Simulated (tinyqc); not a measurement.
Fitting sp3s* parameters to three gaps by Newton steps: one step. The first Newton step. Two cases, with inputs chosen for the exercise.

Task: Solve J dp = target less gap; the columns of J are Esc, Vxapc and Vpaxc.

Case 1.

J:
```
            Esc      Vxapc      Vpaxc
Gamma  0.715404   0.000000   0.000000
X      0.000000  -0.857923   0.000000
L      0.376222  -0.307987  -0.084528
```

target less gap (eV): Gamma -0.076409, X 0.107315, L -0.017790

Case 2.

J:
```
            Esc      Vxapc      Vpaxc
Gamma  0.700856   0.000000   0.000000
X      0.000000  -0.852070   0.000000
L      0.396222  -0.235036  -0.126907
```

target less gap (eV): Gamma -0.120758, X -0.077621, L -0.056223

Give: dp.

Result:

Case 1.

dp (eV): Esc -0.107, Vxapc -0.125, Vpaxc 0.191

Case 2.

dp (eV): Esc -0.172, Vxapc 0.091, Vpaxc -0.264

Computed by tinyqc, one run a case: `OMP_NUM_THREADS=1 python tinyqc.py N N+1 out.jsonl` with N = 1451343, 1452362; one thread of a shared Intel(R) Xeon(R) Processor @ 2.30GHz, about 0.1 s a run at most.
